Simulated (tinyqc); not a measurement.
Special k points of the fcc lattice: sweeps and comparisons. A value that a table varies takes the place of the one given here.

Lattice vectors in units of a: a1 = (0, 1/2, 1/2), a2 = (1/2, 0, 1/2), a3 = (1/2, 1/2, 0); reciprocal vectors b_i with a_i . b_j = 2 pi delta_ij. Mesh: k = sum_i f_i b_i with f_i = (2 j_i + shift)/(2 N), j_i = 0 .. N-1. The point group of the lattice has 48 operations; only those that map the mesh onto itself are used.

A_m(k) = sum over the m-th star of lattice vectors R of cos(k . R), stars in order of length: m = 1: |R|^2 = 0.5, 12 vectors, such as (1, 0, 0) in the basis a_i; m = 2: |R|^2 = 1, 6 vectors, such as (1, 1, -1) in the basis a_i; m = 3: |R|^2 = 1.5, 24 vectors, such as (2, 0, -1) in the basis a_i; m = 4: |R|^2 = 2, 12 vectors, such as (2, 0, 0) in the basis a_i; m = 5: |R|^2 = 2.5, 24 vectors, such as (2, 1, -1) in the basis a_i; m = 6: |R|^2 = 3, 8 vectors, such as (3, -1, -1) in the basis a_i. The zone mean of every A_m is zero.

Test function, the lower band of a two-band insulator: E(k) = -sqrt(D^2 + (e0 - t A_1(k))^2).

Inputs chosen for the exercise (the lattice of Si, GaAs, Cu and Al; not measured data):
- D = 2.3 eV (half gap term)
- t = 0.19 eV (coupling)
- e0 = 0.9 eV (offset)
- N = 3 (points along each reciprocal vector)
- shift = 1 (half steps)

## Mesh size and shift

Errors of the mean of E against the unshifted mesh with N = 24. The fifth column is |R|^2 of the shortest star with a non-zero mean.

Meshes:
```
mesh,points,irreducible,operations,|R|^2 missed,error (meV)
1 Gamma,1,1,48,0.50,-131.719
1 shifted,1,1,12,1.00,80.701
2 Gamma,8,3,48,2.00,-83.349
2 shifted,8,2,12,4.00,-1.742
3 Gamma,27,4,48,4.50,0.697
3 shifted,27,6,12,9.00,0.053
4 Gamma,64,8,48,8.00,0.120
4 shifted,64,10,12,16.00,-0.002
5 Gamma,125,10,48,12.50,-0.016
5 shifted,125,19,12,>16,0.000
6 Gamma,216,16,48,>16,0.001
6 shifted,216,28,12,>16,0.000
```

reference mean = -2.55052 eV

How do the results move?

The shifted mesh has the smaller error for 5 of 6 values of N and the larger for 0; the rest agree at the printed digits. The cheapest mesh within 1 meV is 3 Gamma, with 4 irreducible points. A mesh misses the lattice vectors N (n1 a1 + n2 a2 + ...); the half shift gives each the sign (-1)^(n1 + n2 + ...), so the 12 shortest ones add up to 0 in place of 12: they cancel. The shift lowers the symmetry; it leaves more irreducible points for N = 3, 4, 5 and 6; it leaves fewer irreducible points for N = 2.

## Gap and mesh density

D takes the values listed; errors against the unshifted mesh with N = 30, for unshifted meshes.

Errors (meV):
```
D (eV),reference (eV),N = 2,N = 4,N = 6,N = 8
0.2,-1.0453,-217.019,10.097,1.594,-1.679
0.4,-1.1155,-196.904,5.735,0.830,-0.409
0.8,-1.3334,-159.067,1.743,0.162,-0.027
1.5,-1.8547,-113.671,0.370,0.010,-0.001
2.5,-2.7329,-77.929,0.096,0.000,0.000
4.0,-4.1512,-51.746,0.027,0.000,0.000
```

How do the results move?

The first listed N from which the error stays below 0.5 meV is none for D = 0.2, 8 for D = 0.4, 6 for D = 0.8, 4 for D = 1.5, 4 for D = 2.5, 4 for D = 4 eV. A larger D makes the function smoother, so its Fourier coefficients fall faster with |R|.

## One point for the whole zone

The mean-value (Baldereschi) point is taken at k = (2 pi/a) (0.6223, 0.2953, 0), that is f = (0.1477, 0.3111, 0.4588); the reference is the mesh with N = 24.

Single points:
```
point,A_1,A_2,A_3,A_4,E (eV)
Gamma,12.000,6.000,24.000,12.000,-2.6822
mean-value point,0.000,0.000,-4.405,-3.192,-2.4698
zone-face centre b1/2,0.000,-6.000,0.000,12.000,-2.4698
```

reference mean = -2.5505 eV

What can be read from the table?

The mean-value point makes A_1 and A_2 vanish. Its error is +81 meV, against -132 meV at Gamma and +81 meV at b1/2. E is not linear in A_1; its powers hold sums of nearest vectors and a non-zero mean, so this point is not exact. A_1 has the same value at b1/2, and E depends on A_1 alone, so this test cannot tell the two points apart.

## What moves the zone average

Mean of E over the mesh, and its error against the unshifted mesh with N = 24. Each row changes one parameter from the base and keeps the others.

Results:
```
case,mean (eV),error (meV),irreducible points
base,-2.5505,0.05,6
N = 4,-2.5505,0.00,10
shift = 0,-2.5498,0.70,4
D = 1.61 eV,-1.9459,0.18,6
t = 0.247 eV,-2.6049,0.26,6
```

What does this show?

The largest shifts from the base row, up to three for each result and ties (the steps differ in size, so this ranks the rows, not the parameters). mean (eV): D +0.6046, t -0.0545, shift +0.0006; unchanged at the printed digits by N. error (meV): shift +0.64, t +0.20, D +0.12. irreducible points: N +4, shift -2; unchanged at the printed digits by D and t.

tinyqc: `OMP_NUM_THREADS=1 python tinyqc.py 1651937 1651938 out.jsonl`; about 0.1 s, one thread, shared Intel(R) Xeon(R) Processor @ 2.30GHz.
